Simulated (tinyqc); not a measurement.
# Single-junction solar cell, detailed-balance limit: effect of the cell temperature

Every photon above the gap Eg makes one pair and none below is absorbed; carriers thermalise at T and move without loss. Jsc = q fs X Phi(Eg, Ts); the dark current is J0 = q ge Phi(Eg, T)/ERE with the Boltzmann factor exp(V/Vt). The efficiency is the electrical power over fs X sigma Ts^4.

Photon flux above E from a black body at temperature T into a hemisphere: Phi(E, T) = A sum_k exp(-k E/th)[E^2 th/k + 2 E th^2/k^2 + 2 th^3/k^3], k = 1, 2, ..., with th = kB T/q in eV and A = 2 pi q^3/(h^3 c^2). J(V) = Jsc - J0 (exp(V/Vt) - 1); Voc = Vt ln(1 + Jsc/J0); at maximum power v = Vmp/Vt solves (1 + v) exp(v) = 1 + Jsc/J0. Pin = fs X sigma Ts^4, sigma = 2 pi^5 kB^4/(15 h^3 c^2). FF = Vmp Jmp/(Voc Jsc).

Values chosen for this exercise:
- Ts = 5760 K (temperature of the black-body sun)
- fs = 2.16e-5 (share of the hemisphere filled by the sun)
- X = 1 (concentration)
- ERE = 0.1 (external radiative efficiency)
- ge = 1 (number of faces that emit)
- Eg = 1.03 eV (band gap)

Constants: q = 1.602176634e-19 C, kB = 1.380649e-23 J/K, h = 6.62607015e-34 J s, c = 299792458 m/s, Vt = kB T/q. Results are converted to the units shown.

The same in every row: Jsc (mA/cm^2) = 57.35.

Effect of the cell temperature:
```
T (K)  Voc (V)  Eg/q - Voc (V)      FF  efficiency (%)
200     0.8428          0.1872  0.9017           32.33
240     0.8014          0.2286  0.8823           30.08
280     0.7595          0.2705  0.8622           27.86
320     0.7169          0.3131  0.8412           25.66
360     0.6739          0.3561  0.8190           23.48
400     0.6305          0.3995  0.7954           21.34
440     0.5867          0.4433  0.7702           19.22
480     0.5425          0.4875  0.7430           17.15
```

As T goes from 200 to 480 K, Jsc stays at 57.4 mA/cm^2, Voc falls from 0.843 to 0.543 V and the efficiency falls from 32.3 to 17.1 %. Voc changes by -1.07 mV/K on average with Eg fixed, and the efficiency by -0.23 % of itself per kelvin.

Numbers from tinyqc (`OMP_NUM_THREADS=1 python tinyqc.py 2820123 2820124 out.jsonl`; about 0.01 s on one thread of a shared Intel Xeon 2.30GHz).
